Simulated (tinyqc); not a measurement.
Worked calculation: current of a Schottky diode by thermionic-emission-diffusion theory, and its read-back from I-V-T and C-V data. Computed by tinyqc, a small Python program that keeps every step. Command: `OMP_NUM_THREADS=1 python tinyqc.py 3027889 3027890 out.jsonl schottky walk`. One thread of a shared host (Intel(R) Xeon(R) Processor @ 2.30GHz), about 0.01 s of CPU time with the checks. Intermediate numbers are printed to about 5 digits and carried at full precision; extremes and crossings named in words are read from the listed rows.

Full ionisation, no tunnelling, no recombination current. V is the voltage across the junction itself, forward positive.

Inputs (values chosen for the exercise, modelled on n-type GaAs):
```
quantity,value,unit
Richardson constant A*,8.38,A/(cm^2 K^2)
"effective density of states at 300 K, N_c",4.6e+17,1/cm^3
permittivity eps,12.9,-
mobility mu,5200,cm^2/(V s)
barrier without image force phi_0 (mean),0.957,eV
doping N,5e+16,1/cm^3
series resistance R_s,8.8,milliohm cm^2
junction voltage V,0.3,V
temperature T,350,K
standard deviation sigma,99,meV
"relative change of sigma^2 with bias, rho",0.66,1/V
```

Barrier: Gaussian spread of heights.

Constants: k_B = 8.617333262e-05 eV/K; e = 1.602176634e-19 C; eps_0 = 8.8541878128e-12 F/m.

## Barrier at the given bias

N_c(T) = N_c (T/300 K)^(3/2); V_bi = phi_0 - (k_B T/e) ln(N_c(T)/N); surface field F = sqrt(2 e N (V_bi - V - k_B T/e)/(eps eps_0)); image lowering d_phi = sqrt(e F/(4 pi eps eps_0)); effective barrier phi = phi_0 - d_phi - sigma^2 (1 - rho V)/(2 k_B T).

built-in voltage V_bi = 0.88309 V

surface field F = 88.069 kV/cm

image lowering = 31.354 meV

effective barrier phi = 0.79534 eV

## Current

Collection velocity v_R = A* T^2/(e N_c(T)); diffusion velocity v_D = mu F; J = e N_c(T) v_R/(1 + v_R/v_D) exp(-phi/k_B T) [exp(e V/k_B T) - 1]. Terminal voltage V + J R_s.

v_R = 1.1053e+07 cm/s

v_D = 4.5796e+08 cm/s

current density J = 0.073869 A/cm^2

terminal voltage = 0.30065 V

v_D/v_R = 41.4: emission over the barrier limits the current.

## Read-back from the I-V curve

Ideality n = (e/k_B T)/(d ln J/dV) by a central difference of +/- 1 mV; J_0 = J exp(-e V/(n k_B T)); apparent barrier phi_IV = k_B T ln(A* T^2/J_0); a C-V plot gives phi_CV = phi_0, the mean without lowering.

ideality factor n = 1.1390

extrapolated J_0 = 1.1904e-05 A/cm^2

apparent barrier phi_IV = 0.75946 eV

phi_CV - phi_IV = 197.54 meV

n exceeds 1 because forward bias lowers the field, which weakens the image lowering, and narrows the spread of barriers.

## Temperature series and Richardson plot

A least-squares line of ln(J_0/T^2) against 1/(k_B T) gives a barrier (minus the slope) and a Richardson constant (exp of the intercept).

At the same junction voltage:
```
T (K),1/k_B T (1/eV),n,J_0 (A/cm^2),phi_IV (eV),ln(J_0/T^2)
200,58.023,1.2516,3.0134e-11,0.63678,-34.822
250,46.418,1.1961,5.3801e-09,0.69390,-30.083
300,38.682,1.1619,3.7943e-07,0.73208,-26.192
350,33.156,1.1390,1.1904e-05,0.75946,-23.054
400,29.011,1.1225,1.9881e-04,0.78011,-20.506
450,25.788,1.1100,2.0480e-03,0.79632,-18.409
```

barrier from the Richardson plot = 0.50963 eV

Richardson constant from the plot = 0.0027836 A/(cm^2 K^2)

From 200 to 450 K n goes from 1.252 to 1.110 and phi_IV from 0.637 to 0.796 eV. The plot returns 0.510 eV against phi_0 = 0.957 and a constant 3.32e-4 times the true A*: a spread of barriers lets cold carriers pick the low patches, which bends the plot and lowers both numbers.

## Forward curve with series resistance

Terminal voltage V + J R_s; apparent ideality from neighbouring rows, (e/k_B T) dV_terminal/d ln J.

Forward curve; the last column belongs to the interval up to the next row:
```
V (V),J (A/cm^2),terminal voltage (V),apparent n
0.206,4.7694e-03,2.0604e-01,1.1428e+00
0.286,4.9140e-02,2.8643e-01,1.1967e+00
0.366,5.0365e-01,3.7043e-01,1.7130e+00
0.445,4.9860e+00,4.8888e-01,6.8756e+00
0.525,5.0418e+01,9.6868e-01,5.8622e+01
0.605,5.0382e+02,5.0386e+00,5.6764e+02
0.685,4.9336e+03,4.4101e+01,5.3836e+03
0.765,4.6198e+04,4.0731e+02,-
```

The resistance takes over where J R_s exceeds k_B T/e, at J = 3.43 A/cm^2; the apparent ideality climbs from 1.14 to 5380, so barrier and n must be read below that current. Rows where the resistance drops more than 1 V are formal, since self-heating is left out.

Checks made by the program: v_D = mu F against the drift-diffusion integral over the parabolic barrier, a ratio 2 y Dawson(y) with y^2 = (V_bi - V)/(k_B T/e) - 1 (relative difference 3e-02).
